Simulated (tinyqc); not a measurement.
Range and order of the fit: effective mass of the light-hole band from tabulated energies.

c = hbar^2/2m0. A uniform scatter of up to 0.1 meV has been added to mimic numerical noise.
Constants: hbar^2/2m0 = 3.80998211 eV angstrom^2.

Energies along [100], from the band edge downward:
```
k (1/angstrom)   E (meV)
0.000000         0.00000
0.003200         0.93680
0.006400         3.49070
0.009600         7.64920
0.012800        13.37340
0.016000        20.52860
0.019200        29.04170
0.022400        38.56310
0.025600        49.27720
```

reference mass (curvature of the model at k = 0.0001 1/angstrom) = 0.045683 m0

Least-squares fits of E = a k^2 (+ b k^4 + d k^6) over points 1 to n, and the line y = c k^2/E against E; errors of m against the reference.

Results:
```
n  E at point n (meV)  one term (%)  two terms (%)  three terms (%)  line (%)  rms residual, one term (meV)
3                 7.6         -0.06          -5.00           -11.65     -8.79                         0.068
4                13.4          1.55          -2.63            -6.18     -7.11                         0.098
5                20.5          3.10          -1.62            -3.65     -5.99                         0.160
6                29.0          4.66          -0.84            -2.59     -5.16                         0.254
7                38.6          6.60          -0.75            -1.36     -4.64                         0.443
8                49.3          8.58          -0.13            -1.55     -4.20                         0.661
```

The error of the parabola goes from -0.06 to +8.58 % as the range widens, and at n = 8 its residual, 0.66 meV, is only 1.3 % of the top energy: a small residual does not vouch for the mass. Over the full range (n = 8) the best form is two terms (0.13 %); the line errs by -8.79 % at n = 3 and -4.20 % at n = 8. Many terms on few points amplify the scatter: three terms err by -11.6 % at n = 3 but by -1.6 % at n = 8.

(tinyqc, `OMP_NUM_THREADS=1 python tinyqc.py 1881197 1881198 out.jsonl`, Intel(R) Xeon(R) Processor @ 2.30GHz, 1 thread, shared host, about 0.01 s.)
